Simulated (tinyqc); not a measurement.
Six-band hole subbands of a thin body in a field: one step. The matrix for one sine at q = 0. Two cases, with inputs chosen for the exercise.

Task: Nz = 1, in meV.

Basis X, Y, Z times spin, hole energies counted downwards from the unstrained edge (the hydrostatic shift is left out), c = hbar^2/2m0. For a symmetric tensor T let C(T) have C_XX = L Txx + M (Tyy + Tzz), C_XY = N Txy (cyclic), L = c (g1 + 4 g2), M = c (g1 - 2 g2), N = 6 c g3. k = q + kz n, n the unit normal, q = k1 u + k2 v with u along the channel [1-10] and v = n x u. H = C(k k^T) + (Dso/3)(1 - L.sigma) - B + e F z with (L_k)_ij = -i epsilon_kij; B is the block C built from the traceless strain with 2b, -b and sqrt(3) d in place of L, M, N. Strain: exx = eyy = (s11 + s12) sx/2, ezz = s12 sx, exy = -s44 sx/4. Hard walls at z = 0 and t; basis sin(j pi z/t), j = 1 to Nz: kz^2 = (j pi/t)^2, kz = -i D with D_jl = 4 j l/(t (j^2 - l^2)), z_jj = t/2 and z_jl = -8 t j l/(pi (j^2 - l^2))^2 for j + l odd; 1 MV/cm = 0.01 eV/angstrom.

Constants: hbar^2/2m0 = 3.80998211 eV angstrom^2.

Give: H.

Case 1.

Values chosen (near those of a p-type Si channel; shifted at random, so the results belong to these values and not to a real crystal): g1 = 4.28 (Luttinger gamma1); g2 = 0.34 (gamma2); g3 = 1.45 (gamma3); Dso = 0.044 eV (spin-orbit splitting); b = -2.13 eV (tetragonal potential); d = -4.85 eV (trigonal potential); S = (7.65, -2.18, 12.73) 1/TPa (compliances s11, s12, s44); face = 111 (surface); t = 70 angstrom (body thickness); F = 0.5 MV/cm (field across the body); sx = -0.5 GPa (stress along the channel [1-10], negative in compression).

Result:

H (meV), lower triangle (Hermitian):
```
              X+       Y+      Z+            X-      Y-      Z-
X+        217.28
Y+  35.62-14.67i   217.28
Z+         22.25    22.25  232.98
X-             0        0   14.67        217.28
Y-             0        0  14.67i  35.62+14.67i  217.28
Z-        -14.67  -14.67i       0         22.25   22.25  232.98
```

Case 2.

Values chosen (near those of a p-type Ge channel; shifted at random, so the results belong to these values and not to a real crystal): g1 = 13.4 (Luttinger gamma1); g2 = 4.22 (gamma2); g3 = 5.7 (gamma3); Dso = 0.284 eV (spin-orbit splitting); b = -2.5 eV (tetragonal potential); d = -5.33 eV (trigonal potential); S = (9.99, -2.66, 15.24) 1/TPa (compliances s11, s12, s44); face = 001 (surface); t = 90 angstrom (body thickness); F = 0 MV/cm (field across the body); sx = -1.5 GPa (stress along the channel [1-10], negative in compression).

Result:

H (meV), lower triangle (Hermitian):
```
              X+       Y+      Z+            X-     Y-      Z-
X+         93.97
Y+  52.76-94.67i    93.97
Z+             0        0  282.67
X-             0        0   94.67         93.97
Y-             0        0  94.67i  52.76+94.67i  93.97
Z-        -94.67  -94.67i       0             0      0  282.67
```

Computed by tinyqc, one run a case: `OMP_NUM_THREADS=1 python tinyqc.py N N+1 out.jsonl` with N = 1250132, 1250719; one thread of a shared Intel(R) Xeon(R) Processor @ 2.30GHz, about 0.5 s a run at most.
